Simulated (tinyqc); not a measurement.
MOSFET in the linear regime without short-channel effects, parameter extraction from computed curves: one step of the calculation.

Inversion charge Q = Cox n Vt W0(exp((Vg - VT)/(n Vt))), W0 the Lambert function and n = nf; u = Q/Cox; mobility mu = mu0/(1 + th1 u + th2 u^2); channel resistance Rch = (L - dL)/(W mu Q); Id = Vd/(Rch + Rsd/W). Cox = eps0 eox/tox. Small Vd, no channel-length or drain effects.

Question. The Y function. Y_i = Id_i/sqrt(gm_i). For Id = beta Vd x/(1 + th x), x = Vg - VT, Y = sqrt(beta Vd) x whatever th. Slope s from points 4 and 7; VT_Y = Vg - Y/s at point 7; beta = s^2/Vd; mobility beta L/(W Cox) with the drawn L; th* = (beta Vd x/Id - 1)/x at point 7.

Parameters, values chosen for the exercise; channel values of the order met in silicon transistors:
```
symbol  value        unit                                                                 meaning
eox       3.9              relative permittivity of the gate insulator (close to silicon dioxide)
tox       3.2          nm                                                     insulator thickness
mu0       120  cm^2/(V s)                                                      low-field mobility
th2         0       1/V^2                                      second mobility attenuation factor
W         0.5          um                                                              gate width
L        0.16          um                                                       drawn gate length
dL      0.004          um                                             drawn less effective length
Vd       0.05           V                                                           drain voltage
```

Constants: eps0 = 8.8541878128e-14 F/cm where lengths are in cm. Results are converted to the units shown.

```
point,Vg (V),Id (uA)
0,0.52,2.4051523e-11
1,0.6,1.8824325e-6
2,0.68,0.083347051
3,0.76,1.2829255
4,0.84,2.6484308
5,0.92,3.9375329
6,1,5.1343048
7,1.08,6.2422028
8,1.16,7.2683223
```

```
point,gm (uS)
1,0.52091907
2,8.0182728
3,16.031774
4,16.591296
5,15.536712
6,14.404187
7,13.337609
```

Wanted: Y; s; VT_Y; beta; mobility from Y; th*.

Answer.

```
point,Y (uA^0.5 V^0.5)
1,2.6082e-6
2,0.029434
3,0.32041
4,0.65020
5,0.99895
6,1.3528
7,1.7092
```

s = 4.4126 uA^0.5 V^-0.5
VT_Y = 0.69265 V
beta = 389.42 uA/V^2
mobility from Y = 115.48 cm^2/(V s)
th* = 0.53761 1/V

The mobility from Y is 6.2 % below mu0 L/(L - dL) = 123 cm^2/(V s), which it should reach in deep inversion when th2 = 0.

Program tinyqc, `OMP_NUM_THREADS=1 python tinyqc.py 2210045 2210046 out.jsonl`; Intel Xeon 2.30GHz, shared host, one thread, about 0.01 s.
